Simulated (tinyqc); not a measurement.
Where in the gap a trap does harm: carrier lifetime from Shockley-Read-Hall, radiative, Auger and surface recombination. Computed by tinyqc, a small Python program. Command: `OMP_NUM_THREADS=1 python tinyqc.py 3003795 3003796 out.jsonl lifetime walk`. One thread of a shared host (Intel(R) Xeon(R) Processor @ 2.30GHz), about 0.02 s of CPU time with the checks.

Energies are counted from the top of the valence band. Boltzmann statistics, full ionisation, and equal excess densities of electrons and holes.

Inputs (values chosen for the exercise, with bands modelled on InP):

| quantity | value | unit |
|---|---|---|
| gap E_g | 1.36 | eV |
| electron mass m_e | 0.0764 | m_0 |
| valleys M_c | 1 | - |
| hole mass m_h | 0.61 | m_0 |
| temperature T | 350 | K |
| doping N | 2.3e+18 | cm^-3 |
| trap level E_t | 0.564 | eV |
| trap density N_t | 2.6e+13 | cm^-3 |
| electron cross-section sigma_n | 5.8e-15 | cm^2 |
| hole cross-section sigma_p | 7.2e-17 | cm^2 |

Doping: p-type. Surface term: two equal surfaces.

Constants: m_0 = 9.1093837015e-31 kg; k_B = 1.380649e-23 J/K; h = 6.62607015e-34 J s; k_B = 8.617333262e-05 eV/K.

Method:
- N_c = 2 M_c (2 pi m_e k_B T/h^2)^(3/2) and N_v = 2 (2 pi m_h k_B T/h^2)^(3/2), masses in units of m_0.
- n_i = sqrt(N_c N_v) exp(-E_g/2 k_B T); majority density N/2 + sqrt(N^2/4 + n_i^2), minority density n_i^2 over it.
- v = sqrt(3 k_B T/m) with m_e or m_h; tau_n0 = 1/(sigma_n v_n N_t), tau_p0 = 1/(sigma_p v_p N_t); n1 = N_c exp(-(E_g - E_t)/k_B T), p1 = N_v exp(-E_t/k_B T).
- Low injection: tau = [tau_p0 (n_0 + n1) + tau_n0 (p_0 + p1)]/(n_0 + p_0). Depleted region (n = p = 0): generation lifetime tau_g = (tau_p0 n1 + tau_n0 p1)/n_i. n1 = N_c exp(-(E_g - E_t)/k_B T), p1 = N_v exp(-E_t/k_B T).

tau_p0 = 3.30725e-05 s

n_0 = 0.114223 cm^-3

N_c = 6.67778e+17 cm^-3

tau_n0 = 1.45296e-07 s

p_0 = 2.30e+18 cm^-3

N_v = 1.50656e+19 cm^-3

n_i = 5.12555e+08 cm^-3

The same trap at other energies:

| E_t (eV) | SRH lifetime (s) | generation lifetime (s) |
|---|---|---|
| 0.082 | 2.0807e-07 | 2.8168e+02 |
| 0.204 | 1.4640e-07 | 4.9321e+00 |
| 0.340 | 1.4531e-07 | 5.4289e-02 |
| 0.476 | 1.4530e-07 | 5.9760e-04 |
| 0.612 | 1.4530e-07 | 7.3084e-06 |
| 0.680 | 1.4530e-07 | 7.6530e-06 |
| 0.748 | 1.4530e-07 | 6.6439e-05 |
| 0.884 | 1.4530e-07 | 6.0292e-03 |
| 1.020 | 1.4542e-07 | 5.4774e-01 |
| 1.156 | 1.5639e-07 | 4.9761e+01 |
| 1.278 | 7.7862e-07 | 2.8419e+03 |

What does the comparison show, and why?

The SRH lifetime (other channels left aside) stays within 10 % of its least value, among these rows, from E_t = 0.204 to 1.156 eV. The generation lifetime has a sharp minimum, among these rows at 0.612 eV and exactly at 0.645 eV, where tau_p0 n1 = tau_n0 p1, since generation needs two thermal jumps and the larger one rules. Caution: the doping is near the effective density of states, where Boltzmann statistics fail and the gap narrows.

Extremes, crossings and ranges named in words are read from the listed rows.
